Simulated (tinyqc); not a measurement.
Plane-wave Kohn-Sham cycle with exchange-only LDA in a layered model solid, step by step. One step of it, computed by the program tinyqc.

Problem. Iteration 2: potential. V_H(G) = 4 pi rho(G)/G^2 for G != 0 (uniform background); v_x = -(3 rho/pi)^(1/3); V = V_ext + V_H + v_x; Fourier components f(G_m) = (1/N) sum_j f(x_j) exp(-i G_m x_j).

A solid whose potential varies along x alone (atomic units):
```
parameter,value
period a,8.400000
cross-section of the cell,16.000000
electrons per cell,2
grid points,16
"plane waves -n..n, n",2
k points,1
V1 in V1 cos(2 pi x/a),-0.480000
V2 in V2 cos(4 pi x/a),0.160000
```

density after iteration 1 (e/bohr^3): 0.02700417  0.02546291  0.02149989  0.01666489  0.01246793  0.00967951  0.00825498  0.00771650  0.00759784  0.00771650  0.00825498  0.00967951  0.01246793  0.01666489  0.02149989  0.02546291

Give: Potentials on the grid; V(G_m), m = 0, 1, 2, ....

Solution.

Potentials on the grid (hartree):
```
x,V_ext,V_H,v_x,V
0.0000,-0.3200,0.2281,-0.2954,-0.3873
0.5250,-0.3303,0.2076,-0.2897,-0.4124
1.0500,-0.3394,0.1511,-0.2738,-0.4621
1.5750,-0.2968,0.0720,-0.2515,-0.4764
2.1000,-0.1600,-0.0136,-0.2283,-0.4019
2.6250,0.0706,-0.0912,-0.2099,-0.2305
3.1500,0.3394,-0.1511,-0.1990,-0.0107
3.6750,0.5566,-0.1884,-0.1946,0.1736
4.2000,0.6400,-0.2010,-0.1936,0.2454
4.7250,0.5566,-0.1884,-0.1946,0.1736
5.2500,0.3394,-0.1511,-0.1990,-0.0107
5.7750,0.0706,-0.0912,-0.2099,-0.2305
6.3000,-0.1600,-0.0136,-0.2283,-0.4019
6.8250,-0.2968,0.0720,-0.2515,-0.4764
7.3500,-0.3394,0.1511,-0.2738,-0.4621
7.8750,-0.3303,0.2076,-0.2897,-0.4124
```

V(G_m), m = 0, 1, 2, ... (hartree): -0.2364  -0.1589  0.0827  0.0007  0.0000
